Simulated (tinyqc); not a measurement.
Shrinking the pitch: stress in a transistor channel from embedded alloy regions, liners and fins, by half-space elasticity. Computed by tinyqc, a small Python program. Command: `OMP_NUM_THREADS=1 python tinyqc.py 3030806 3030807 out.jsonl stressor walk`. One thread of a shared host (Intel(R) Xeon(R) Processor @ 2.30GHz), about 0.01 s of CPU time with the checks.

Plane strain in an isotropic half-space, the same constants everywhere; x along the channel from its centre, y downwards from the free surface; stress is positive in tension.

Inputs (values chosen for the exercise, modelled on silicon):
```
quantity                          value  unit
alloy fraction x                   0.19     -
lattice change per unit x, beta  0.0421     -
Young's modulus E                   169   GPa
Poisson ratio nu                   0.21     -
channel length L                     82    nm
length of each stressor S           140    nm
recess depth d                       50    nm
depth of the field point y          3.7    nm
```

Stressor: Si(1-x)Ge(x) source and drain.

Method:
- Misfit e = beta x. A fully constrained inclusion holds the stress -p with p = E e/(1 - 2 nu); a blanket film would hold -E e/(1 - nu) in the plane.
- A line element dA of misfit at (a, c) in the half-space gives, with C = E e/(2 pi (1 - nu)), X = x - a, r1^2 = X^2 + (y - c)^2, r2^2 = X^2 + Y^2, Y = y + c: s_xx = -C dA {[X^2 - (y - c)^2]/r1^4 + 3 [X^2 - Y^2]/r2^4 + 4 y Y (Y^2 - 3 X^2)/r2^6}, s_yy = C dA {[X^2 - (y - c)^2]/r1^4 - [X^2 - Y^2]/r2^4 + 4 y Y (Y^2 - 3 X^2)/r2^6}. These are integrated over two rectangles, L/2 < |a| < L/2 + S, 0 < c < d (closed form in a, 200 Gauss-Legendre points in c).
- L and S are scaled together at fixed d, then S alone, then L alone.

misfit e = 0.007999

S_xx at the centre (MPa):
```
scale  L and S scaled  S alone  L alone
0.35           -909.6   -721.3  -1635.5
0.50          -1162.9   -894.3  -1586.6
0.70          -1262.2  -1057.9  -1448.1
1.00          -1219.1  -1219.1  -1219.1
1.40          -1073.0  -1351.3   -958.4
2.00           -865.1  -1466.7   -683.0
3.00           -630.9  -1567.5   -422.7
```

Halving S alone keeps 0.73 of the stress, halving L alone gives 1.30, and halving both 0.95: a shorter channel brings the walls closer, a shorter stressor brings its far wall, which pulls the other way, closer too. Neighbouring devices are left out.
